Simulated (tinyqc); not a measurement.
What each parameter does: band gaps under pressure and temperature from deformation potentials.

Murnaghan: V/V0 = (1 + Bp P/B0)^(-1/Bp), B0 = (C11 + 2 C12)/3. Each gap moves by a ln(V/V0) with its volume potential a, and falls with temperature by aV T^2/(T + bV) (Varshni); the two effects are added. No change of phase is considered.

Parameters, chosen for this exercise (near those of AlAs, the X and L potentials typical of such crystals; the results hold for these values, not for the real material):
```
symbol  value                unit   meaning
Eg      3.148                eV     gap at Gamma to the s-like level at 0 K, 0 GPa
EgX     2.27                 eV     gap to X at 0 K, 0 GPa
EgL     2.465                eV     gap to L at 0 K, 0 GPa
C11     124.4                GPa
C12     52.5                 GPa
Bp      4.3                         pressure derivative of the bulk modulus
aG      -8.05                eV     volume potential of the Gamma gap
aX      1.75                 eV     volume potential of the X gap
aL      -3.85                eV     volume potential of the L gap
aV      (0.9, 0.713, 0.602)  meV/K  Varshni alpha of Gamma, X, L
bV      (492, 569, 217)      K      Varshni beta of Gamma, X, L
P       1.7                  GPa    pressure
T       500                  K      temperature
```

Gaps at P and T.

Results for these values:
```
case,Gamma (eV),X (eV),L (eV)
base,3.0921,2.0661,2.3368
```

What happens to each result for P = 1.87 GPa, all else kept?

Answer: Gamma rises from 3.0921 to 3.1084; X falls from 2.0661 to 2.0626; L rises from 2.3368 to 2.3446.

The same for each parameter in turn:
```
case,Gamma (eV),X (eV),L (eV)
base,3.0921,2.0661,2.3368
T = 550 K,3.0576,2.0401,2.3093
C11 = 111.96 GPa,3.1014,2.0641,2.3413
C12 = 47.25 GPa,3.0999,2.0644,2.3406
Bp = 4.73,3.0914,2.0663,2.3365
aG = -7.245 eV,3.0750,2.0661,2.3368
aX = 1.575 eV,3.0921,2.0698,2.3368
aL = -3.465 eV,3.0921,2.0661,2.3287
P = 1.87 GPa,3.1084,2.0626,2.3446
```

Computed by tinyqc, a small Python program: `OMP_NUM_THREADS=1 python tinyqc.py 1050735 1050736 out.jsonl` (the numbers bound the seed that draws the inputs); one thread of a shared host (Intel(R) Xeon(R) Processor @ 2.30GHz), about 0.01 s for the whole set of steps.
